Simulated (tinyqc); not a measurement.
Worked calculation: UHF in the sto-3g basis, for H3+, spin multiplicity 1. One step of it, computed by the program tinyqc.

Task: Iteration 1: building the Fock matrix. J_ij = sum D_kl (ij|kl) with D = D(alpha) + D(beta), K_ij = sum D_kl (ik|jl) for each spin; F = H + J - K(s); E = tr D H + tr D J / 2 - 0.5 sum_s tr D(s) K(s) + E_nn.

D(alpha) at the start, lower triangle:
```
           1H 1s      2H 1s     3H 1s
1H 1s   0.311972
2H 1s  -0.150894   0.072984
3H 1s   0.378667  -0.183153  0.459622
```

D(beta) at the start, lower triangle:
```
           1H 1s      2H 1s     3H 1s
1H 1s   0.311955
2H 1s   0.378659   0.459627
3H 1s  -0.150904  -0.183172  0.072998
```

core Hamiltonian H = T + V (hartree), lower triangle:
```
           1H 1s      2H 1s      3H 1s
1H 1s  -1.357640
2H 1s  -0.664096  -1.146275
3H 1s  -0.664071  -0.138568  -1.146265
```

Two-electron integrals (ij|kl) in chemists' order, unique and non-zero (hartree):
```
(11|11) 0.774606   (21|11) 0.238265   (21|21) 0.099614   (22|11) 0.426541
(22|21) 0.238265   (22|22) 0.774606   (31|11) 0.238255   (31|21) 0.069930
(31|22) 0.125506   (31|31) 0.099606   (32|11) 0.042640   (32|21) 0.015545
(32|22) 0.033564   (32|31) 0.015545   (32|32) 0.002916   (33|11) 0.426534
(33|21) 0.125509   (33|22) 0.233887   (33|31) 0.238255   (33|32) 0.033564
(33|33) 0.774606
```

nuclear repulsion = 1.13951965 hartree

Give: Coulomb J; exchange K(alpha); exchange K(beta); F(alpha); F(beta); total energy of this density.

Result:

Coulomb J (hartree), lower triangle:
```
        1H 1s   2H 1s   3H 1s
1H 1s  1.1235
2H 1s  0.4083  0.9444
3H 1s  0.4082  0.0744  0.9444
```

exchange K(alpha) (hartree), lower triangle:
```
        1H 1s   2H 1s   3H 1s
1H 1s  0.3776
2H 1s  0.0363  0.0165
3H 1s  0.3414  0.0284  0.5508
```

exchange K(beta) (hartree), lower triangle:
```
        1H 1s   2H 1s   3H 1s
1H 1s  0.3776
2H 1s  0.3414  0.5508
3H 1s  0.0363  0.0284  0.0165
```

F(alpha) (hartree), lower triangle:
```
         1H 1s    2H 1s    3H 1s
1H 1s  -0.6118
2H 1s  -0.2921  -0.2184
3H 1s  -0.5972  -0.0926  -0.7527
```

F(beta) (hartree), lower triangle:
```
         1H 1s    2H 1s    3H 1s
1H 1s  -0.6118
2H 1s  -0.5972  -0.7527
3H 1s  -0.2921  -0.0926  -0.2184
```

total energy of this density = -1.029220 hartree
